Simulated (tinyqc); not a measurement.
# Worked calculation: bandgap voltage reference from two bipolar transistors

tinyqc, about 0.02 s, one thread, Intel Xeon 2.30GHz (shared host): `OMP_NUM_THREADS=1 python tinyqc.py 2062070 2062071 out.jsonl` Printed values are rounded.

Two transistors of area 1 and N carry the same current I. Is(T) = Is (T/T0)^eta exp[(Vg0 q/kB)(1/T0 - 1/T)], VBE1 = Vt ln(I/Is(T)) + I rb, VBE2 = Vt ln(I/(N Is(T))) + I rb/N. The amplifier forces I R1(T) = VBE1 - VBE2 + Vos, with R(T) = R (1 + tc (T - T0)) for both resistors, and the output is Vref = VBE1 + I R2(T). Base currents and the Early effect are neglected.

Parameters, values chosen for the exercise; values of the order met in silicon bipolar transistors: reference temperature T0 = 300 K; band-gap voltage extrapolated to 0 K Vg0 = 1.175 V; temperature exponent of the saturation current eta = 4.2; saturation current of the unit transistor at T0 Is = 3e-17 A; area ratio of the second transistor N = 10; resistor across which the difference of VBE falls, at T0 R1 = 3.8 kohm; temperature coefficient of both resistors tc = 0 ppm/K; offset of the amplifier Vos = 2.1 mV; series resistance of the unit transistor rb = 0 ohm; output resistor at T0 R2 = 34.69 kohm; temperature T = 333 K.

Constants: q = 1.602176634e-19 C, kB = 1.380649e-23 J/K. Results are converted to the units shown.

## Operating point at the reference temperature

Vt = kB T/q; I = (Vt ln N + Vos)/(R1(T) - rb (1 - 1/N)). Evaluate at T = T0.

Vt = 0.02585200 V
I = 16.21748 uA
Is(T) = 3e-17 A
VBE1 = 0.6984154 V
I R2 = 0.5625844 V
Vref = 1.261000 V

## Operating point at another temperature

Vt = kB T/q; I = (Vt ln N + Vos)/(R1(T) - rb (1 - 1/N)).

Vt = 0.02869572 V
I = 17.94061 uA
Is(T) = 4.203469e-15 A
VBE1 = 0.6363110 V
I R2 = 0.6223599 V
Vref = 1.258671 V

From T0 to T, VBE1 changes by -62.1 mV and I R2 by 59.8 mV, which leaves -2.33 mV in Vref.

## Resistor for zero slope at T0, ideal case

With tc = 0, Vos = 0 and rb = 0 the current is proportional to T, dVBE/dT = (VBE - Vg0 - (eta - 1) Vt)/T, and Vref has zero slope at T0 when Vref = Vg0 + (eta - 1) Vt0. Find VBE1, its slope, that Vref, R2/R1 and the curvature d2Vref/dT2 = -(eta - 1) kB/(q T0).

VBE1 = 0.6975191 V
dVBE/dT = -1.867358 mV/K
Vref = 1.257726 V
R2/R1 = 9.411069
curvature = -0.9191822 uV/K^2
